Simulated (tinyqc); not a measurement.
Free and nearly free electrons in a metal: one step. The sphere against the zone faces. Two cases, with inputs chosen for the exercise.

Question. Take G = (hkl) 2 pi/a for (110), (200) and (211), with the number of equivalent faces. The Bragg plane of G lies at |G|/2 with |G| = (2 pi/a) sqrt(h^2 + k^2 + l^2). Where kF exceeds it, the sphere cuts the plane in a circle of radius sqrt(kF^2 - G^2/4).

Case 1.

Values chosen (out of a larger set: near those of Na; not measured data): a = 4.217 angstrom (bcc lattice constant).

kF = 0.924301 1/angstrom

Case 2.

Values chosen (out of a larger set: near those of Li; not measured data): a = 3.483 angstrom (bcc lattice constant).

kF = 1.119086 1/angstrom

Give: Distance and circle for each G.

Answer.

Case 1.

Distance and circle for each G:
```
G      faces  |G|/2 (1/angstrom)  kF/(|G|/2)  circle radius
(110)     12              1.0536      0.8773              -
(200)      6              1.4900      0.6204              -
(211)     24              1.8248      0.5065              -
```

Case 2.

Distance and circle for each G:
```
G      faces  |G|/2 (1/angstrom)  kF/(|G|/2)  circle radius
(110)     12              1.2756      0.8773              -
(200)      6              1.8040      0.6204              -
(211)     24              2.2094      0.5065              -
```

The sphere stays inside the first zone; it reaches 0.877 of the way to the nearest faces.

Computed by tinyqc, one run a case: `OMP_NUM_THREADS=1 python tinyqc.py N N+1 out.jsonl` with N = 1652509, 1680958; one thread of a shared Intel(R) Xeon(R) Processor @ 2.30GHz, about 0.01 s a run at most.
